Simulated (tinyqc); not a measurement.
Inside a calculation. Method: empirical pseudopotential in a few plane waves. Computed by tinyqc, a small Python program that keeps every step. Settings: plane-wave index or count = 15. Command: `OMP_NUM_THREADS=1 python tinyqc.py 25931 25932 out.jsonl` (the two numbers bound the seeds that draw the settings). One thread of a shared host (Intel(R) Xeon(R) Processor @ 2.60GHz), about 0.2 s of CPU time with the checks.

## Bloch Hamiltonian at G

Parameters chosen for this model: fcc lattice, atoms at +/- a/8 (1,1,1); form factors in rydberg at |G|^2 in units of (2 pi/a)^2:

| parameter | value | unit |
|---|---|---|
| a | 5.550000 | angstrom |
| VS(3) | -0.253000 | Ry |
| VS(8) | 0.029000 | Ry |
| VS(11) | 0.057000 | Ry |
| VA(3) | 0.134000 | Ry |
| VA(4) | 0.088000 | Ry |
| VA(11) | 0.000000 | Ry |
| hbar^2/2m (2 pi/a)^2 | 4.883112 | eV |

k point G (2 pi / a): 0  0  0

Basis: the 15 shortest G (labels in 2 pi/a), the same at every k. H(G,G') = c |k + G|^2 delta + VS(|G-G'|^2) cos((G-G').tau) + i VA sin((G-G').tau), tau = a/8 (1,1,1); 1 Ry = 13.605693 eV.

H(k) at G (eV):
```
                     +0+0+0               -1-1-1               -1-1+1               -1+1-1
+0+0+0             0.000000   2.434031+1.289171i  -2.434031+1.289171i  -2.434031+1.289171i
-1-1-1   2.434031-1.289171i            14.649336   0.000000-1.197301i   0.000000-1.197301i
-1-1+1  -2.434031-1.289171i   0.000000+1.197301i            14.649336             0.394565
-1+1-1  -2.434031-1.289171i   0.000000+1.197301i             0.394565            14.649336
-1+1+1  -2.434031+1.289171i            -0.394565   0.000000+1.197301i   0.000000+1.197301i
+1-1-1  -2.434031-1.289171i   0.000000+1.197301i             0.394565             0.394565
+1-1+1  -2.434031+1.289171i            -0.394565   0.000000+1.197301i             0.000000
+1+1-1  -2.434031+1.289171i            -0.394565             0.000000   0.000000+1.197301i
+1+1+1   2.434031+1.289171i             0.000000            -0.394565            -0.394565
-2+0+0   0.000000-1.197301i  -2.434031+1.289171i  -2.434031-1.289171i  -2.434031-1.289171i
+0-2+0   0.000000-1.197301i  -2.434031+1.289171i  -2.434031-1.289171i             0.548379
+0+0-2   0.000000-1.197301i  -2.434031+1.289171i             0.548379  -2.434031-1.289171i
+0+0+2   0.000000+1.197301i            -0.548379   2.434031+1.289171i            -0.548379
+0+2+0   0.000000+1.197301i            -0.548379            -0.548379   2.434031+1.289171i
+2+0+0   0.000000+1.197301i            -0.548379            -0.548379            -0.548379

                     -1+1+1               +1-1-1               +1-1+1               +1+1-1
+0+0+0  -2.434031-1.289171i  -2.434031+1.289171i  -2.434031-1.289171i  -2.434031-1.289171i
-1-1-1            -0.394565   0.000000-1.197301i            -0.394565            -0.394565
-1-1+1   0.000000-1.197301i             0.394565   0.000000-1.197301i             0.000000
-1+1-1   0.000000-1.197301i             0.394565             0.000000   0.000000-1.197301i
-1+1+1            14.649336             0.000000             0.394565             0.394565
+1-1-1             0.000000            14.649336   0.000000-1.197301i   0.000000-1.197301i
+1-1+1             0.394565   0.000000+1.197301i            14.649336             0.394565
+1+1-1             0.394565   0.000000+1.197301i             0.394565            14.649336
+1+1+1   0.000000+1.197301i            -0.394565   0.000000+1.197301i   0.000000+1.197301i
-2+0+0   2.434031-1.289171i             0.548379            -0.548379            -0.548379
+0-2+0            -0.548379  -2.434031-1.289171i   2.434031-1.289171i            -0.548379
+0+0-2            -0.548379  -2.434031-1.289171i            -0.548379   2.434031-1.289171i
+0+0+2  -2.434031+1.289171i            -0.548379  -2.434031+1.289171i             0.548379
+0+2+0  -2.434031+1.289171i            -0.548379             0.548379  -2.434031+1.289171i
+2+0+0             0.548379   2.434031+1.289171i  -2.434031+1.289171i  -2.434031+1.289171i

                     +1+1+1               -2+0+0               +0-2+0               +0+0-2
+0+0+0   2.434031-1.289171i   0.000000+1.197301i   0.000000+1.197301i   0.000000+1.197301i
-1-1-1             0.000000  -2.434031-1.289171i  -2.434031-1.289171i  -2.434031-1.289171i
-1-1+1            -0.394565  -2.434031+1.289171i  -2.434031+1.289171i             0.548379
-1+1-1            -0.394565  -2.434031+1.289171i             0.548379  -2.434031+1.289171i
-1+1+1   0.000000-1.197301i   2.434031+1.289171i            -0.548379            -0.548379
+1-1-1            -0.394565             0.548379  -2.434031+1.289171i  -2.434031+1.289171i
+1-1+1   0.000000-1.197301i            -0.548379   2.434031+1.289171i            -0.548379
+1+1-1   0.000000-1.197301i            -0.548379            -0.548379   2.434031+1.289171i
+1+1+1            14.649336            -0.548379            -0.548379            -0.548379
-2+0+0            -0.548379            19.532448             0.394565             0.394565
+0-2+0            -0.548379             0.394565            19.532448             0.394565
+0+0-2            -0.548379             0.394565             0.394565            19.532448
+0+0+2  -2.434031-1.289171i            -0.394565            -0.394565             0.000000
+0+2+0  -2.434031-1.289171i            -0.394565             0.000000            -0.394565
+2+0+0  -2.434031-1.289171i             0.000000            -0.394565            -0.394565

                     +0+0+2               +0+2+0               +2+0+0
+0+0+0   0.000000-1.197301i   0.000000-1.197301i   0.000000-1.197301i
-1-1-1            -0.548379            -0.548379            -0.548379
-1-1+1   2.434031-1.289171i            -0.548379            -0.548379
-1+1-1            -0.548379   2.434031-1.289171i            -0.548379
-1+1+1  -2.434031-1.289171i  -2.434031-1.289171i             0.548379
+1-1-1            -0.548379            -0.548379   2.434031-1.289171i
+1-1+1  -2.434031-1.289171i             0.548379  -2.434031-1.289171i
+1+1-1             0.548379  -2.434031-1.289171i  -2.434031-1.289171i
+1+1+1  -2.434031+1.289171i  -2.434031+1.289171i  -2.434031+1.289171i
-2+0+0            -0.394565            -0.394565             0.000000
+0-2+0            -0.394565             0.000000            -0.394565
+0+0-2             0.000000            -0.394565            -0.394565
+0+0+2            19.532448             0.394565             0.394565
+0+2+0             0.394565            19.532448             0.394565
+2+0+0             0.394565             0.394565            19.532448
```

## Levels at G

Diagonalise the Hermitian matrix.

eigenvalues (eV): -5.081540  9.187468  9.187468  9.187468  12.147353  15.185333  15.185333  15.185333  18.743318  18.743318  19.812567  23.669190  23.669190  23.669190  25.898393

## Bands along a path

The same steps at evenly spaced points between the labelled ones.

Bands along the path (eV), lowest eight:

| k | band 1 | band 2 | band 3 | band 4 | band 5 | band 6 | band 7 | band 8 |
|---|---|---|---|---|---|---|---|---|
| L | -3.505011 | 4.248884 | 8.829763 | 8.829763 | 12.691646 | 15.651317 | 15.651317 | 19.694767 |
| L-G 0.25 | -4.019799 | 4.935572 | 8.745557 | 8.745557 | 12.732235 | 15.655881 | 15.655881 | 19.323717 |
| L-G 0.50 | -4.559539 | 6.315343 | 8.867466 | 8.867466 | 13.041247 | 15.791868 | 15.791868 | 16.895438 |
| L-G 0.75 | -4.944363 | 8.042717 | 9.078086 | 9.078086 | 12.962904 | 15.273599 | 15.474561 | 15.474561 |
| G | -5.081540 | 9.187468 | 9.187468 | 9.187468 | 12.147353 | 15.185333 | 15.185333 | 15.185333 |
| G-X 0.25 | -4.898512 | 8.047891 | 8.841216 | 8.841216 | 13.466996 | 14.461213 | 15.939175 | 15.939175 |
| G-X 0.50 | -4.383672 | 6.393657 | 8.218568 | 8.218568 | 13.389599 | 14.267586 | 17.455455 | 17.765332 |
| G-X 0.75 | -3.659455 | 5.036296 | 7.811715 | 7.811715 | 12.749302 | 13.200452 | 20.118632 | 20.150553 |
| X | -2.983943 | 4.306534 | 7.832059 | 7.832059 | 12.581775 | 12.833695 | 22.923796 | 22.923796 |

With 4 band(s) filled, the highest filled level on these points lies at G and the lowest empty one at G: a gap of 2.9599 eV, direct. This holds for the small fixed basis; with all plane waves up to |k + G|^2 = 21 (2 pi/a)^2 the gap along the path is 3.11 eV.

## Convergence with the number of plane waves

Levels at G counted from the fourth one.

Levels (eV):

| plane waves | level 1 | level 5 | level 8 |
|---|---|---|---|
| 9 | -16.761603 | 2.394602 | 2.469982 |
| 15 | -14.269008 | 2.959885 | 5.997865 |
| 27 | -13.200435 | 3.114306 | 6.195120 |
| 51 | -12.825520 | 3.036438 | 6.358437 |
| 59 | -12.771229 | 3.098011 | 6.116122 |
| 65 | -12.772213 | 3.098757 | 6.097058 |
| 89 | -12.766655 | 3.101040 | 6.099034 |
